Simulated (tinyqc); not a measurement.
Surface Green function of a dimerised chain, Sancho-Rubio decimation: one step of the calculation.

A semi-infinite lead of cells 0, 1, 2, ... with H0 inside a cell and H1 = <cell i|H|cell i + 1>. Cell A, B with A at the surface; -t1 joins A and B, -t2 joins B to the next A. z = E + i eta.

Task. Decimation. Start with e_s = e = H0, a = H1, b = H1^dagger. Each round: g = (z - e)^(-1); e_s <- e_s + a g b; e <- e + a g b + b g a; a <- a g a; b <- b g b (all with the old a, b). Round k joins cells 2^k apart.

Values chosen for this exercise:
```
symbol,value,unit,meaning
E,2.02,eV,energy
eta,0.001,eV,broadening
```

e_s after round 2 (eV):
```
                       A                      B
A   0.3200000+0.0000000i  -1.0100000+0.0000000i
B  -1.0100000+0.0000000i  -3.3770800-0.0764004i
```

e after round 2 (eV):
```
                       A                      B
A  -1.9009468-0.0558619i  -1.0100000+0.0000000i
B  -1.0100000+0.0000000i  -3.3770800-0.0764004i
```

a after round 2 (eV):
```
                       A                     B
A   0.0000000+0.0000000i  0.0000000+0.0000000i
B  -4.6708579-0.0637976i  0.0000000+0.0000000i
```

b after round 2 (eV):
```
                      A                      B
A  0.0000000+0.0000000i  -4.6708579-0.0637976i
B  0.0000000+0.0000000i   0.0000000+0.0000000i
```

Wanted: g; e_s after round 3; e after round 3; a after round 3; b after round 3.

Result.

g (1/eV):
```
                 A                B
A   0.2679-0.0043i  -0.0501+0.0015i
B  -0.0501+0.0015i   0.1946-0.0031i
```

e_s after round 3 (eV):
```
               A              B
A   0.320+0.000i  -1.010+0.000i
B  -1.010+0.000i   2.469-0.010i
```

e after round 3 (eV):
```
               A              B
A   2.346-0.007i  -1.010+0.000i
B  -1.010+0.000i   2.469-0.010i
```

a after round 3 (eV):
```
               A             B
A   0.000+0.000i  0.000+0.000i
B  -1.094+0.003i  0.000+0.000i
```

b after round 3 (eV):
```
              A              B
A  0.000+0.000i  -1.094+0.003i
B  0.000+0.000i   0.000+0.000i
```

Program tinyqc, `OMP_NUM_THREADS=1 python tinyqc.py 2680125 2680126 out.jsonl`; Intel Xeon 2.30GHz, shared host, one thread, about 0.02 s.
